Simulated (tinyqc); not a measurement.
## Length offset and series resistance from crossing lines

Inverse problem. R_total = Rs + k (L - dL)/Vo with constant Rs, dL and k. Find k, dL and Rs.

R_total at (L, Vo) = (50, 0.39), (150, 0.39), (50, 0.81) and (150, 0.81), L in nm and Vo in V (ohm um): 810  1861.2821  597.40741  1103.5802

Solution. At each overdrive R is a straight line in L with slope k/Vo; the two lines cross at L = dL, R = Rs.

k = 4.100 ohm um V/nm
dL = 11.00 nm
Rs = 400.0 ohm um

tinyqc, about 0.03 s, one thread, Intel Xeon 2.30GHz (shared host): `OMP_NUM_THREADS=1 python tinyqc.py 2282243 2282244 out.jsonl`
